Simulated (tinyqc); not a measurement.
Pariser-Parr-Pople SCF with singles CI, for the molecule [CH2+]C=C(C=N)C=O (SMILES; centres numbered as the heavy atoms are written), step by step. Computed by tinyqc, a small Python program that keeps every step. Settings: charge = 1, gamma = Ohno, start = huckel, damping = 0, iteration cap = 64, excitations kept = 6. Command: `OMP_NUM_THREADS=1 python tinyqc.py 27270 27271 out.jsonl` (the two numbers bound the seeds that draw the settings). One thread of a shared host (Intel(R) Xeon(R) Processor @ 2.60GHz), about 0.01 s of CPU time with the checks. Later iterations appear only in the table of the cycle.

## PPP integrals

Centres (angstrom, eV; a flat drawing with bonds scaled to 1.40 angstrom):
```
centre          x          y  core charge z          W   gamma_rr
1C       2.601000   0.276000              1  11.160000  11.130000
2C       1.571000  -0.672000              1  11.160000  11.130000
3C       0.235000  -0.255000              1  11.160000  11.130000
4C      -0.795000  -1.203000              1  11.160000  11.130000
5N      -2.131000  -0.786000              1  14.100000  12.300000
6C      -0.072000   1.111000              1  11.160000  11.130000
7O      -1.408000   1.529000              1  17.700000  15.200000
```

Resonance integrals (eV):
```
i  j       beta
1  2  -2.350000
2  3  -2.350000
3  4  -2.350000
4  5  -2.470000
3  6  -2.350000
6  7  -2.470000
```

Ohno: gamma = 14.399645/sqrt(R^2 + a^2), a = 2 x 14.399645/(gamma_rr + gamma_ss); H_rr = -W_r - sum_(s != r) z_s gamma_rs; H_rs = beta for bonds.

repulsion gamma_rs (eV), order 1C, 2C, 3C, 4C, 5N, 6C, 7O:
$$\begin{pmatrix}
11.130000 & 7.554274 & 5.239265 & 3.670073 & 2.878173 & 4.667935 & 3.317640 \\
7.554274 & 11.130000 & 7.555125 & 5.239265 & 3.689956 & 5.239743 & 3.728526 \\
5.239265 & 7.555125 & 11.130000 & 7.554274 & 5.296723 & 7.553649 & 5.412305 \\
3.670073 & 5.239265 & 7.554274 & 11.130000 & 7.730550 & 5.240164 & 4.790323 \\
2.878173 & 3.689956 & 5.296723 & 7.730550 & 12.300000 & 4.709457 & 5.450861 \\
4.667935 & 5.239743 & 7.553649 & 5.240164 & 4.709457 & 11.130000 & 8.105591 \\
3.317640 & 3.728526 & 5.412305 & 4.790323 & 5.450861 & 8.105591 & 15.200000
\end{pmatrix}$$

core matrix H (eV), order 1C, 2C, 3C, 4C, 5N, 6C, 7O:
$$\begin{pmatrix}
-38.487359 & -2.350000 & 0.000000 & 0.000000 & 0.000000 & 0.000000 & 0.000000 \\
-2.350000 & -44.166889 & -2.350000 & 0.000000 & 0.000000 & 0.000000 & 0.000000 \\
0.000000 & -2.350000 & -49.771341 & -2.350000 & 0.000000 & -2.350000 & 0.000000 \\
0.000000 & 0.000000 & -2.350000 & -45.384649 & -2.470000 & 0.000000 & 0.000000 \\
0.000000 & 0.000000 & 0.000000 & -2.470000 & -43.855721 & 0.000000 & 0.000000 \\
0.000000 & 0.000000 & -2.350000 & 0.000000 & 0.000000 & -46.676538 & -2.470000 \\
0.000000 & 0.000000 & 0.000000 & 0.000000 & 0.000000 & -2.470000 & -48.505246
\end{pmatrix}$$

## Starting guess

pi electrons, sum of z_r less the charge = 6

Orbitals of the Hueckel matrix of the beta values.

P at the start, order 1C, 2C, 3C, 4C, 5N, 6C, 7O:
$$\begin{pmatrix}
0.737560 & 0.828228 & 0.262440 & -0.160620 & -0.249690 & -0.160620 & -0.249690 \\
0.828228 & 1.000000 & 0.506987 & 0.000000 & -0.168822 & 0.000000 & -0.168822 \\
0.262440 & 0.506987 & 0.737560 & 0.490165 & 0.249690 & 0.490165 & 0.249690 \\
-0.160620 & 0.000000 & 0.490165 & 1.000000 & 0.842008 & 0.000000 & -0.157992 \\
-0.249690 & -0.168822 & 0.249690 & 0.842008 & 0.762440 & -0.157992 & -0.237560 \\
-0.160620 & 0.000000 & 0.490165 & 0.000000 & -0.157992 & 1.000000 & 0.842008 \\
-0.249690 & -0.168822 & 0.249690 & -0.157992 & -0.237560 & 0.842008 & 0.762440
\end{pmatrix}$$

## Iteration 1: Fock matrix

F_rr = H_rr + P_rr gamma_rr / 2 + sum_(s != r) P_ss gamma_rs; F_rs = H_rs - P_rs gamma_rs / 2; E = tr P (H + F) / 2 + core repulsion sum_(r<s) z_r z_s gamma_rs.

F (eV), order 1C, 2C, 3C, 4C, 5N, 6C, 7O:
$$\begin{pmatrix}
-9.902351 & -5.478331 & -0.687497 & 0.294744 & 0.359326 & 0.374883 & 0.414191 \\
-5.478331 & -11.322649 & -4.265177 & 0.000000 & 0.311473 & 0.000000 & 0.314729 \\
-0.687497 & -4.265177 & -10.974508 & -4.201420 & -0.661270 & -4.201267 & -0.675700 \\
0.294744 & 0.000000 & -4.201420 & -11.515176 & -5.724594 & 0.000000 & 0.378415 \\
0.359326 & 0.311473 & -0.661270 & -5.724594 & -12.851319 & 0.372027 & 0.647452 \\
0.374883 & 0.000000 & -4.201267 & 0.000000 & 0.372027 & -11.846775 & -5.882488 \\
0.414191 & 0.314729 & -0.675700 & 0.378415 & 0.647452 & -5.882488 & -15.491447
\end{pmatrix}$$

pi energy = -88.479912 eV

## Iteration 1: orbitals and new P

Diagonalise F (the basis is taken as orthonormal) and form P = 2 sum c c over the lowest orbitals.

orbital energies (eV): [-21.308902, -19.556907, -17.334595, -10.496510, -6.840984, -5.433534, -2.932792]

P after iteration 1, order 1C, 2C, 3C, 4C, 5N, 6C, 7O:
$$\begin{pmatrix}
0.611029 & 0.772594 & 0.345508 & -0.111229 & -0.255777 & -0.047641 & -0.228825 \\
0.772594 & 1.011862 & 0.564730 & -0.005454 & -0.210814 & 0.049685 & -0.192605 \\
0.345508 & 0.564730 & 0.662792 & 0.435689 & 0.272090 & 0.370027 & 0.217296 \\
-0.111229 & -0.005454 & 0.435689 & 0.883122 & 0.876418 & 0.065833 & -0.108025 \\
-0.255777 & -0.210814 & 0.272090 & 0.876418 & 0.927156 & -0.052503 & -0.199826 \\
-0.047641 & 0.049685 & 0.370027 & 0.065833 & -0.052503 & 0.746070 & 0.887001 \\
-0.228825 & -0.192605 & 0.217296 & -0.108025 & -0.199826 & 0.887001 & 1.157969
\end{pmatrix}$$

## Iteration 2: Fock matrix

As before.

F (eV), order 1C, 2C, 3C, 4C, 5N, 6C, 7O:
$$\begin{pmatrix}
-10.736590 & -5.268194 & -0.905103 & 0.204110 & 0.368085 & 0.111193 & 0.379580 \\
-5.268194 & -12.637711 & -4.483303 & 0.014288 & 0.388948 & -0.130167 & 0.359066 \\
-0.905103 & -4.483303 & -11.751751 & -3.995658 & -0.720592 & -3.747527 & -0.588036 \\
0.204110 & 0.014288 & -3.995658 & -11.295228 & -5.857598 & -0.172488 & 0.258738 \\
0.368085 & 0.388948 & -0.720592 & -5.857598 & -12.498180 & 0.123631 & 0.544612 \\
0.111193 & -0.130167 & -3.747527 & -0.172488 & 0.123631 & -10.983891 & -6.064834 \\
0.379580 & 0.359066 & -0.588036 & 0.258738 & 0.544612 & -6.064834 & -14.985943
\end{pmatrix}$$

pi energy = -89.756786 eV

## Iteration 2: orbitals and new P

As before.

orbital energies (eV): [-21.362216, -19.248738, -17.933620, -10.334229, -6.367143, -6.077694, -3.565657]

P after iteration 2, order 1C, 2C, 3C, 4C, 5N, 6C, 7O:
$$\begin{pmatrix}
0.573171 & 0.762171 & 0.345537 & -0.120823 & -0.245997 & -0.041661 & -0.201664 \\
0.762171 & 1.045779 & 0.581050 & -0.025720 & -0.210397 & 0.041147 & -0.180995 \\
0.345537 & 0.581050 & 0.666084 & 0.435201 & 0.291091 & 0.338512 & 0.206784 \\
-0.120823 & -0.025720 & 0.435201 & 0.879598 & 0.875247 & 0.062606 & -0.104247 \\
-0.245997 & -0.210397 & 0.291091 & 0.875247 & 0.915642 & -0.037576 & -0.189470 \\
-0.041661 & 0.041147 & 0.338512 & 0.062606 & -0.037576 & 0.713188 & 0.891284 \\
-0.201664 & -0.180995 & 0.206784 & -0.104247 & -0.189470 & 0.891284 & 1.206539
\end{pmatrix}$$

## Iteration 3: Fock matrix

As before.

F (eV), order 1C, 2C, 3C, 4C, 5N, 6C, 7O:
$$\begin{pmatrix}
-10.712235 & -5.228822 & -0.905181 & 0.221715 & 0.354011 & 0.097235 & 0.334525 \\
-5.228822 & -12.762237 & -4.544955 & 0.067376 & 0.388178 & -0.107800 & 0.337422 \\
-0.905181 & -4.544955 & -11.748649 & -3.993813 & -0.770915 & -3.628502 & -0.559589 \\
0.221715 & 0.067376 & -3.993813 & -11.279868 & -5.853070 & -0.164032 & 0.249688 \\
0.354011 & 0.388178 & -0.770915 & -5.853070 & -12.452720 & 0.088482 & 0.516388 \\
0.097235 & -0.107800 & -3.628502 & -0.164032 & 0.088482 & -10.820024 & -6.082193 \\
0.334525 & 0.337422 & -0.559589 & 0.249688 & 0.516388 & -6.082193 & -14.944310
\end{pmatrix}$$

pi energy = -89.811803 eV

## Iteration 3: orbitals and new P

As before.

orbital energies (eV): [-21.312061, -19.188922, -17.954815, -10.286532, -6.336703, -6.085013, -3.555997]

P after iteration 3, order 1C, 2C, 3C, 4C, 5N, 6C, 7O:
$$\begin{pmatrix}
0.559292 & 0.758095 & 0.344513 & -0.124904 & -0.243182 & -0.039944 & -0.189857 \\
0.758095 & 1.059329 & 0.587038 & -0.032792 & -0.210184 & 0.037359 & -0.174675 \\
0.344513 & 0.587038 & 0.666053 & 0.436462 & 0.298689 & 0.324541 & 0.200342 \\
-0.124904 & -0.032792 & 0.436462 & 0.880347 & 0.874204 & 0.060844 & -0.102830 \\
-0.243182 & -0.210184 & 0.298689 & 0.874204 & 0.908509 & -0.032263 & -0.183920 \\
-0.039944 & 0.037359 & 0.324541 & 0.060844 & -0.032263 & 0.704611 & 0.894251 \\
-0.189857 & -0.174675 & 0.200342 & -0.102830 & -0.183920 & 0.894251 & 1.221859
\end{pmatrix}$$

## Convergence

Stop when output and input P, before any damping, agree to 1e-7.

Course of the cycle:
```
iteration        E (eV)  largest |P(out) - P(in)|
1          -88.47991161                  3.96e-01
2          -89.75678616                  4.86e-02
3          -89.81180346                  1.53e-02
4          -89.82028852                  6.53e-03
5          -89.82184290                  3.11e-03
6          -89.82216713                  1.51e-03
7          -89.82224120                  7.38e-04
8          -89.82225914                  3.65e-04
9          -89.82226365                  1.82e-04
10         -89.82226481                  9.14e-05
11         -89.82226511                  4.62e-05
12         -89.82226519                  2.36e-05
13         -89.82226522                  1.25e-05
14         -89.82226522                  6.64e-06
15         -89.82226522                  3.51e-06
16         -89.82226522                  1.86e-06
17         -89.82226522                  9.82e-07
18         -89.82226522                  5.19e-07
19         -89.82226522                  2.74e-07
20         -89.82226522                  1.45e-07
21         -89.82226522                  7.65e-08
```

Converged in 21 iterations.

## Converged orbitals

Charges are z - P_rr.

orbital energies (eV): [-21.272072, -19.159302, -17.965147, -10.251310, -6.321918, -6.082247, -3.545193]

coefficients, order 1C, 2C, 3C, 4C, 5N, 6C, 7O:
$$\begin{pmatrix}
0.220170 & -0.188309 & 0.437035 & -0.525975 & 0.576255 & 0.275230 & 0.201478 \\
0.411581 & -0.270938 & 0.539890 & -0.106353 & -0.500542 & -0.253789 & -0.373430 \\
0.551808 & -0.157468 & 0.047879 & 0.590743 & 0.017682 & 0.055169 & 0.562216 \\
0.341713 & -0.334080 & -0.461542 & 0.019534 & 0.013493 & 0.582445 & -0.467756 \\
0.225578 & -0.336393 & -0.535843 & -0.450303 & -0.038044 & -0.528179 & 0.256190 \\
0.409194 & 0.423119 & -0.066974 & 0.162425 & 0.524682 & -0.408920 & -0.424448 \\
0.377547 & 0.680101 & -0.102917 & -0.365411 & -0.374372 & 0.267142 & 0.198205
\end{pmatrix}$$

pi charges: 1C 0.450130, 2C -0.068576, 3C 0.336840, 4C 0.117204, 5N 0.097653, 6C 0.298091, 7O -0.231341

## Singles CI, singlets

Over the 6 single excitations with the smallest orbital gaps: A = (e_a - e_i) delta + 2 (ia|jb) - (ij|ab), with (pq|rs) = sum c_mp c_mq gamma_mn c_nr c_ns. f = 2/3 w |mu|^2 in atomic units, mu = sqrt2 sum c_ia sum_m c_mi c_ma R_m.

singlet CI matrix (eV), order 3>4, 2>4, 1>4, 3>5, 3>6, 2>5:
$$\begin{pmatrix}
3.872590 & -0.180482 & -0.174655 & -0.031819 & 0.118191 & -0.530165 \\
-0.180482 & 4.278384 & 0.079721 & -0.200812 & -0.208899 & -0.281298 \\
-0.174655 & 0.079721 & 6.197902 & -0.043790 & -0.257159 & 0.296161 \\
-0.031819 & -0.200812 & -0.043790 & 6.891568 & 0.156644 & 0.256435 \\
0.118191 & -0.208899 & -0.257159 & 0.156644 & 7.078638 & -0.100483 \\
-0.530165 & -0.281298 & 0.296161 & 0.256435 & -0.100483 & 8.160170
\end{pmatrix}$$

singlet excitation energies (eV): [3.718717, 4.307835, 6.097572, 6.751049, 7.260192, 8.343887]

oscillator strengths: [0.708574, 0.445929, 0.007384, 0.077193, 0.244241, 0.336299]

## Singles CI, triplets

Over the 6 single excitations with the smallest orbital gaps: A = (e_a - e_i) delta - (ij|ab), with (pq|rs) = sum c_mp c_mq gamma_mn c_nr c_ns.

triplet CI matrix (eV), order 3>4, 2>4, 1>4, 3>5, 3>6, 2>5:
$$\begin{pmatrix}
1.586854 & 0.064726 & -0.074013 & 0.215587 & -0.471298 & -0.279076 \\
0.064726 & 2.690024 & 0.058890 & -0.279076 & -0.739550 & -1.204041 \\
-0.074013 & 0.058890 & 4.450815 & 0.593054 & 0.530127 & -0.733798 \\
0.215587 & -0.279076 & 0.593054 & 5.876220 & -0.500313 & 0.933109 \\
-0.471298 & -0.739550 & 0.530127 & -0.500313 & 5.528458 & 0.180889 \\
-0.279076 & -1.204041 & -0.733798 & 0.933109 & 0.180889 & 6.683711
\end{pmatrix}$$

triplet excitation energies (eV): [1.499110, 2.227074, 3.591043, 5.688573, 6.189787, 7.620496]
